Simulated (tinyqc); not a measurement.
Worked calculation: Gamma, L and X subbands of a thin body with non-parabolic valleys. Values are carried at full precision from step to step, so a last printed digit may differ when a step is redone from the rounded ones.

Hard walls, flat band, c = hbar^2/2m0, energies from the bulk Gamma edge. For a valley at angle theta to the normal 1/m_z = cos^2/ml + sin^2/mt and m_d = sqrt(ml mt^2/m_z). Subband n starts at E_v + e with e (1 + a e) = c (n pi/t)^2/m_z, and its density-of-states mass is taken as m_d (1 + 2 a e), without further growth at higher in-plane energy. Groups are named by valley and degeneracy.

Constants: hbar^2/2m0 = 3.80998211 eV angstrom^2; kB = 8.617333262e-05 eV/K.

Values chosen for the exercise (near those of a thin GaSb channel; not measured data): face = 111 (surface); mG = 0.0394 m0 (Gamma mass); aG = 1.14 1/eV (Gamma non-parabolicity); EL = 0.074 eV (L edge above Gamma); mL = (1.256, 0.103) m0 (L valleys (four, along <111>): ml, mt); EX = 0.345 eV (X edge above Gamma); mX = (1.53, 0.22) m0 (X valleys (three, along <100>): ml, mt); aS = 0.58 1/eV (non-parabolicity of L and X); t = 64 angstrom (body thickness); Ns = 3.6 x 1e12/cm^2 (sheet density); T = 300 K (temperature); eot = 10 angstrom (equivalent oxide thickness).

## Valley groups

List degeneracy, edge, m_z, m_d and a.

Groups:
```
group  g  E_v (eV)     m_z     m_d  a (1/eV)
G1     1     0.000  0.0394  0.0394      1.14
L1     1     0.074  1.2560  0.1030      0.58
L3     3     0.074  0.1147  0.3408      0.58
X3     3     0.345  0.3079  0.4904      0.58
```

## Subband edges

n = 1 to 8 for each group; list the ten lowest.

Subbands:
```
subband  g  E (eV)  DOS mass
L1 n=1   1  0.0813    0.1039
L1 n=2   1  0.1028    0.1064
L1 n=3   1  0.1374    0.1106
L3 n=1   3  0.1506    0.3711
L1 n=4   1  0.1839    0.1161
G1 n=1   1  0.1913    0.0566
L1 n=5   1  0.2406    0.1229
L1 n=6   1  0.3059    0.1307
L3 n=2   3  0.3500    0.4500
X3 n=1   3  0.3743    0.5071
```

The lowest subband is L1 n=1, 21 meV below L1 n=2; in the bulk the lowest valley is Gamma.

## Filling and quantum capacitance

n_i = g m/(2 pi c) kB T ln(1 + exp((EF - E_i)/kB T)), sum n_i = Ns (1e12/cm^2 = 1e-4/angstrom^2), c = hbar^2/2m0. Quantum capacitance Cq = 1602.176634 sum g m/(2 pi c) f_i in microfarad/cm^2 with f_i = 1/(1 + exp((E_i - EF)/kB T)); Cox = 34.5313/eot (one gate); C/Cox = Cq/(Cq + Cox), the centroid term left out.

Over the ten listed subbands, named by valley (G, L, X), degeneracy and number.

EF = 0.0974 eV

n_i in the order of the list (1e12/cm^2): 1.180  0.683  0.230  1.441  0.043  0.016  0.005  0.000  0.001  0.000

Cq = 17.83 microfarad/cm^2
Cox = 3.453 microfarad/cm^2
C/Cox = 0.838

EF lies 16 meV above the lowest edge; Gamma holds 0 % of the electrons. The density of states is ample: only 16 % of the gate capacitance is lost.

## Checks

- Cq against the slope dNs/dEF by finite differences, microfarad/cm^2: both 17.83.

tinyqc: `OMP_NUM_THREADS=1 python tinyqc.py 1281027 1281028 out.jsonl`; about 0.03 s, one thread, shared Intel(R) Xeon(R) Processor @ 2.30GHz.
